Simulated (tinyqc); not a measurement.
Nudged elastic band on a two-dimensional model surface: one step, computed by the program tinyqc.

V(x, y) = h u^2 + t x + (kappa/2)(y + c u)^2 with u = x^2/w^2 - 1; the path runs from the minimum near (-w, 0) to that near (w, 0).

Question. Stationary points. Newton steps x(new) = x - H^-1 grad V (moves limited to 0.3 angstrom) from (-w, 0), (w, 0) and (0, c) give the two minima and the saddle.

Inputs (values chosen for the exercise, for a model surface):

| quantity | value | unit |
|---|---|---|
| height h | 0.39 | eV |
| half width w | 0.91 | angstrom |
| transverse stiffness kappa | 5.7 | eV/angstrom^2 |
| curvature c | 0.38 | angstrom |
| tilt t | -0.024 | eV/angstrom |

Surface: curved double well. Climbing image: off.

Give: positions; energies; barrier from the start.

Answer.

positions (angstrom):
```
              x        y
start   -0.9036   0.0054
end      0.9163  -0.0053
saddle  -0.0127   0.3799
```

energies (eV): start 0.0218, end -0.0219, saddle 0.3902

barrier from the start = 0.3684 eV
